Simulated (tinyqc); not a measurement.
# Worked calculation: threshold of a short bulk MOSFET: charge sharing, barrier lowering, narrow width

Numbers from tinyqc (`OMP_NUM_THREADS=1 python tinyqc.py 2002147 2002148 out.jsonl`; about 0.01 s on one thread of a shared Intel Xeon 2.30GHz). Printed values are rounded.

n-channel device on a p-type body, depletion approximation, full ionisation. Uniform doping N = Na. Vbi from Boltzmann statistics is rough for the degenerate source. Cox = eps0 eox/tox.

Parameters, values chosen for the exercise; band and dielectric values close to those of silicon:
- T = 300 K (temperature)
- Eg = 1.11 eV (band gap)
- eps_r = 11.9 (relative permittivity)
- Nc = 2.8e19 cm^-3 (conduction-band density of states at T)
- Nv = 2.69e19 cm^-3 (valence-band density of states at T)
- eox = 3.9 (relative permittivity of the gate insulator (close to silicon dioxide))
- tox = 1.4 nm (insulator thickness)
- Na = 1.5e17 cm^-3 (channel doping)
- Nsd = 1e20 cm^-3 (source and drain doping)
- Vfb = -0.99 V (flat-band voltage for the doping Na)
- xj = 20 nm (junction depth)
- Vbs = 0 V (body-source voltage)
- Vds = 1.2 V (drain-source voltage)
- W = 340 nm (gate width)
- xw = 0.7854 (shape factor of the fringing depletion at the width edges)
- L = 190 nm (channel length)

Constants: q = 1.602176634e-19 C, kB = 1.380649e-23 J/K, Vt = kB T/q, eps0 = 8.8541878128e-14 F/cm where lengths are in cm. Results are converted to the units shown.

## Long-channel threshold and scales

ni = sqrt(Nc Nv) exp(-Eg/(2 Vt)), Eg in volts; 2 pB = 2 Vt ln(N/ni); flat band Vfb - Vt ln(N/Na); Wd = sqrt(2 eps0 eps_r (2 pB - Vbs)/(q N)); body term q N Wd/Cox; long-channel VT0 = flat band + 2 pB + body term; Vbi = Vt ln(N Nsd/ni^2); scale length l = sqrt((eps_r/eox) tox Wd).

N = 1.5e17 cm^-3
2 pB = 0.8406591 V
flat band = -0.99 V
Wd = 85.85626 nm
body term = 0.08365431 V
VT0 = -0.06568658 V
Vbi = 1.008756 V
l = 19.15099 nm

## Short-channel and narrow-width shifts

Charge sharing (trapezoid; it ignores Vds): F = (xj/L)(sqrt(1 + 2 Wd/xj) - 1), lowering = body term times F. Barrier lowering: th = exp(-L/(2 l)) + 2 exp(-L/l), lowering = th [2 (Vbi - 2 pB) + Vds], DIBL = th. Narrow width: rise = body term times xw Wd/W. VT by each model = VT0 - lowering + rise.

F = 0.2206386
lowering by charge sharing = 18.45737 mV
th = 0.007107113
lowering of the barrier = 10.91791 mV
DIBL = 7.107113 mV/V
narrow-width rise = 16.59099 mV
VT, charge sharing = -0.06755295 V
VT, barrier lowering = -0.06001349 V

L is 9.92 scale lengths. The charge-sharing lowering is 69 % above the barrier lowering; the first falls off as 1/L and the second exponentially. Both describe the same loss of gate control, so they are alternatives and are not added.
